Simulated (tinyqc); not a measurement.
# Signal and retention of a DRAM cell: two studies

A stored one starts at Vd and leaks: Cs dV/dt = -I(V), I = a sqrt((V + Vb)/(Vd + Vb)) + b, with a = Ig exp[-(Eg1 q/kB)(1/T - 1/T0)] (generation in a depletion layer) and b = Is exp[-(Es q/kB)(1/T - 1/T0)]. The bit line is precharged to Vd/2, and charge sharing gives the signal (V - Vd/2) Cs/(Cs + Cb).

Values chosen for this exercise:
- Vd = 1.5 V (array voltage)
- Cs = 25 fF (cell capacitance)
- Cb = 69 fF (bit-line capacitance)
- dm = 43 mV (smallest signal that the sense amplifier resolves)
- Vb = 1.25 V (built-in plus back-bias voltage of the storage junction)
- Ig = 0.35 fA (junction leakage at V = Vd and T0)
- Is = 0.098 fA (voltage-independent leakage at T0)
- Es = 0.28 eV (activation energy of Is)
- T0 = 358 K (reference temperature)
- T = 378 K (temperature)
- sg = 0.85 (deviation of ln(retention time) over the cells)
- Nc = 8.59e9 (cells)
- tr = 64 ms (refresh interval)
- Eg1 = 0.53 eV (activation energy of Ig)

Constants: q = 1.602176634e-19 C, kB = 1.380649e-23 J/K. Results are converted to the units shown.

Each table varies one quantity; the others keep the values above.

## Effect of the cell capacitance

The cell fails below Vc = Vd/2 + dm (Cs + Cb)/Cs. With s = sqrt((Vc + Vb)/(Vd + Vb)), the time from Vd to Vc is t = [2 Cs (Vd + Vb)/a] [1 - s - (b/a) ln((a + b)/(a s + b))]. This time is the median of a log-normal spread: failing cells = Nc erfc(z/sqrt 2)/2, z = ln(t/tr)/sg.

Results:

| Cs (fF) | Vc (V) | retention time (s) | failing cells |
|---|---|---|---|
| 8 | 1.1639 | 2.6899 | 46909 |
| 12 | 1.0402 | 5.5774 | 632.35 |
| 16 | 0.97844 | 8.4823 | 38.504 |
| 20 | 0.94135 | 11.394 | 4.6575 |
| 24 | 0.91663 | 14.310 | 0.84136 |
| 32 | 0.88572 | 20.148 | 0.056468 |

Estimate the missing row, Cs = 28 fF.

Computed row:

| Cs (fF) | Vc (V) | retention time (s) | failing cells |
|---|---|---|---|
| 28 | 0.89896 | 17.228 | 0.19822 |

With this row back in the table: The retention time rises from 2.69 to 20.1 s, as Cs^(1.80) between the first two rows and Cs^(1.17) between the last two: faster than Cs, because the margin Vd - Vc grows too. It vanishes at Cs = 4.20 fF, where even a fresh one gives only dm.

## Failing cells against the refresh interval

Same model as above.

Failing cells against the refresh interval:

| tr (ms) | z | failing cells |
|---|---|---|
| 16 | 8.054 | 3.443e-6 |
| 32 | 7.238 | 0.001949 |
| 64 | 6.423 | 0.5738 |
| 128 | 5.608 | 88.14 |
| 256 | 4.792 | 7090 |
| 512 | 3.977 | 3.002e5 |
| 1024 | 3.161 | 6.750e6 |
| 2048 | 2.346 | 8.157e7 |

Doubling the interval lowers z by ln 2/sg = 0.815 and multiplies the count by 566 between the first two rows and by 12.1 between the last two. The count passes 1 at tr = 128 ms among the rows.

Range of the model: Real arrays also hold a tail of unusually leaky cells and cells whose retention varies in time, which this model lacks.

tinyqc, about 0.01 s, one thread, Intel Xeon 2.30GHz (shared host): `OMP_NUM_THREADS=1 python tinyqc.py 2130102 2130103 out.jsonl`
